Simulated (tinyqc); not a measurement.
Deal-Grove kinetics of thermal oxidation of silicon. Which input was changed? Computed by tinyqc, a small Python program. Command: `OMP_NUM_THREADS=1 python tinyqc.py 3004839 3004840 out.jsonl oxide which`. One thread of a shared host (Intel(R) Xeon(R) Processor @ 2.30GHz), about 1 s of CPU time with the checks.

Oxidant diffuses through the oxide and reacts at the interface, so that dx/dt = B/(A + 2x) for the oxide thickness x.

Inputs (values chosen for the exercise, close to those used for silicon): prefactor B0 = 733 um^2/h; activation energy E_B = 1.23 eV; prefactor (B/A)0 = 3.33e+06 um/h; activation energy E_A = 2 eV; temperature T = 1000 C; oxidant pressure p = 5 atm; pressure exponent m of B/A = 0.75; initial oxide x_i = 0.005 um; time t = 0.12 h; ratio c of the extra rate to B/A = 2.5; decay length L = 0.0085 um.

Ambient: dry oxygen. Surface: (100). Extension: thin-film term.

Constants: k_B = 8.617333262e-05 eV/K.

Method:
- B = B0 p exp(-E_B/(k_B T)), B/A = (B/A)0 p^m exp(-E_A/(k_B T)), p in atm; A = B/(B/A).
- Temperatures in kelvin are T(C) + 273.15.
- tau = (x_i^2 + A x_i)/B and x = (A/2) [sqrt(1 + 4 B (t + tau)/A^2) - 1], the root of x^2 + A x = B (t + tau).
- Silicon consumed is 0.44 times the oxide grown; the rate is B/(A + 2x).
- Thin-film (Massoud) form: dx/dt = B/(A + 2x) + c (B/A) exp(-x/L), integrated from x_i by fourth-order Runge-Kutta in 2000 steps, the i-th of length (2 i - 1) t/2000^2.

Problem. One of these inputs alone was changed, within the range given: prefactor (B/A)0 (1.665e+06 to 6.66e+06); oxidant pressure p (2.5 to 10); time t (0.06 to 0.24); temperature T (700 to 1250). Which one, and to what value?

Results:
```
run     oxide thickness x (um)  thickness with the thin-film term (um)  final growth rate (um/h)
before              0.02013935                              0.02662638                 0.1214793
after               0.02494199                              0.03171956                 0.1186848
```

Solution.

Each candidate set to reproduce oxide thickness x, and what it then gives:
```
candidate                        range searched  value needed  thickness with the thin-film term (um)  final growth rate (um/h)
prefactor (B/A)0 (um/h)   1.665e+06 to 6.66e+06       4.564e6                                0.031691                   0.15577
oxidant pressure p (atm)              2.5 to 10         7.272                                0.031728                   0.15888
time t (h)                         0.06 to 0.24        0.1600                                0.031720                   0.11868
temperature T (C)                   700 to 1250          1021                                0.031709                   0.15741
```

Only time t fits every result: it went from 0.12 to 0.160 h. The next best candidate, prefactor (B/A)0, misses one result by 31 %.
